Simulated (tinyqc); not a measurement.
# Charge-trap memory cell, step by step

Numbers from tinyqc (`OMP_NUM_THREADS=1 python tinyqc.py 2130167 2130168 out.jsonl`; about 0.07 s on one thread of a shared Intel Xeon 2.30GHz). Printed values are rounded.

Channel, tunnel oxide, storage layer, blocking layer, gate. N electrons per area sit in a sheet at the centroid and shift the threshold by U = (q/eps0) N (tb/eb + xc tn/en). EOT = t1 + 3.9 (tn/en + tb/eb); tunnel field F = (Vg - U)/EOT; dN/dt = eta (J/q)(1 - N/Nm). Fowler-Nordheim: J = A F^2 exp(-B/F), A = q^2/(16 pi^2 hbar mo phi) (times 1e14 for A/cm^2 with F in V/nm, emitter mass m0), B = (4/3) sqrt(mo/C) phi^1.5, C = hbar^2/(2 m0).

Inputs (values chosen for the exercise); oxide values close to those of silicon dioxide, storage layer close to silicon nitride, blocking layer close to aluminium oxide:
- phi = 3.11 eV (tunnel barrier)
- mo = 0.43 m0 (tunnelling mass)
- t1 = 5.5 nm (tunnel oxide (permittivity 3.9))
- tn = 7.6 nm (storage layer)
- en = 7.4 (its relative permittivity)
- tb = 10.5 nm (blocking layer)
- eb = 9 (its relative permittivity)
- xc = 0.34 (charge centroid, share of tn counted from the blocking side)
- eta = 0.78 (capture efficiency of an empty layer)
- Nm = 9.6e12 cm^-2 (trap density)
- T = 398 K (storage temperature)
- E1 = 0.95 eV (shallowest trap depth)
- E2 = 1.87 eV (deepest trap depth)
- nu = 1e13 1/s (attempt frequency)
- Vg = 15.5 V (gate voltage less flat band and surface potential)
- d0 = 1.3e-6 s (first time step)
- gr = 2 (growth of the step)
- n = 10 (steps)

Constants: q = 1.602176634e-19 C, kB = 1.380649e-23 J/K, hbar = 1.054571817e-34 J s, m0 = 9.1093837015e-31 kg, Vt = kB T/q, eps0 = 8.8541878128e-14 F/cm where lengths are in cm, hbar^2/(2 m0) = 0.0380998212 eV nm^2. Results are converted to the units shown.

Range of the model: The Fowler-Nordheim form needs F t1 above phi; trap-assisted paths and leakage through the blocking layer are left out.

## Constants of the stack

EOT, the shift for 1e12 electrons per cm^2, the shift with all traps full, and the starting field, current and rate.

EOT = 14.0554 nm
shift for 1e12 cm^-2 = 0.274296 V
shift with all traps full = 2.63324 V
F(0) = 1.10278 V/nm
J(0) = 0.0296304 A/cm^2
dN/dt at the start = 1.44252e17 cm^-2 s^-1

## Midpoint steps of growing length

N(half) = N + (d/2) r(N), N(new) = N + d r(N(half)), r = dN/dt; the step starts at d0 and is multiplied by gr each time. Field in the blocking layer (3.9 F + q N/eps0)/eb.

| step | t (s) | N (cm^-2) | U (V) | F (V/nm) | blocking field (V/nm) |
|---|---|---|---|---|---|
| 0 | 0 | 0 | 0.00000 | 1.10278 | 0.477871 |
| 1 | 1.3e-6 | 1.78353e11 | 0.04892 | 1.09930 | 0.479948 |
| 2 | 3.9e-6 | 4.89208e11 | 0.13419 | 1.09323 | 0.483570 |
| 3 | 9.1e-6 | 9.80699e11 | 0.26900 | 1.08364 | 0.489295 |
| 4 | 1.95e-5 | 1.66504e12 | 0.45671 | 1.07028 | 0.497267 |
| 5 | 4.03e-5 | 2.50136e12 | 0.68611 | 1.05396 | 0.507009 |
| 6 | 8.19e-5 | 3.42223e12 | 0.93870 | 1.03599 | 0.517736 |
| 7 | 0.0001651 | 4.36779e12 | 1.19807 | 1.01754 | 0.528751 |
| 8 | 0.0003315 | 5.29579e12 | 1.45261 | 0.99943 | 0.539562 |
| 9 | 0.0006643 | 6.17659e12 | 1.69421 | 0.98224 | 0.549822 |
| 10 | 0.00132990 | 6.98577e12 | 1.91617 | 0.96645 | 0.559248 |

A converged integration gives U = 2.028 V at the last time; the steps are 5.5 % below that. The tunnel field falls by 12.4 % while the blocking field rises by 17.0 %.

## Retention after ten years

Retention: filled traps are spread evenly in depth from E1 to E2, and each empties at the rate nu exp(-E/kB T). The share left is the mean of exp(-nu t exp(-E/kB T)) = [kB T/(E2 - E1)] [E1x(nu t exp(-E2/kB T)) - E1x(nu t exp(-E1/kB T))], E1x the exponential integral; traps shallower than about Ed = kB T ln(nu t) are empty. t = 3.15576e8 s.

Ed = 1.69782 eV
share left = 0.165878
loss a decade while Ed lies between E1 and E2, kB T ln 10/(E2 - E1) = 0.0858388

The sharp-edge estimate (E2 - Ed)/(E2 - E1) is 0.187; the true edge lies 0.577 kB T deeper.
